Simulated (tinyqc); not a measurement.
Trap density from two Hall measurements.

Question. p-type body, charge-sheet picture, full ionisation (an idealisation for deep acceptors), Boltzmann statistics for free electrons. e = Ec - EF at the surface. psi = Eg - Vt ln(Nv/Na) - e; N_dep = sqrt(2 eps0 eps_r Na (psi - Vt)/q); n_f = sqrt(N_dep^2 + 2 eps0 eps_r Vt Nc exp(-e/Vt)/q) - N_dep; Vg = Vfb + psi + q (N_dep + n_t + n_f)/Cox, Cox = eps0 eox/tox. Find e and n_t at both points and the mean trap density between them.

Inputs (values chosen for the exercise); band and dielectric values close to those of 4H silicon carbide:
```
symbol    value   unit                                   meaning
T           300      K                               temperature
Eg         3.25     eV                                  band gap
eps_r      9.61                            relative permittivity
Nc       1.7e19  cm^-3    conduction-band density of states at T
Nv      2.45e19  cm^-3       valence-band density of states at T
eox         3.9           relative permittivity of the insulator
tox          70     nm                       insulator thickness
Na       3.1e16  cm^-3                          acceptor density
Vfb       -2.34      V  flat-band voltage without trapped charge
```

Constants: q = 1.602176634e-19 C, kB = 1.380649e-23 J/K, Vt = kB T/q, eps0 = 8.8541878128e-14 F/cm where lengths are in cm. Results are converted to the units shown.

Vg (V): 4.5006081  5.9774963
free sheet density from the Hall effect (cm^-2): 6.6237441e8  5.4051426e10

Solution. Each n_f fixes e; what the gate voltage holds beyond psi, N_dep and n_f is trapped; the difference quotient is the density, smeared over a few Vt.

e (eV): 0.2120  0.09700
n_t (cm^-2): 2.563e11  6.028e11
mean trap density = 3.013e12 cm^-2 eV^-1

Program tinyqc, `OMP_NUM_THREADS=1 python tinyqc.py 2222154 2222155 out.jsonl`; Intel Xeon 2.30GHz, shared host, one thread, about 0.02 s.
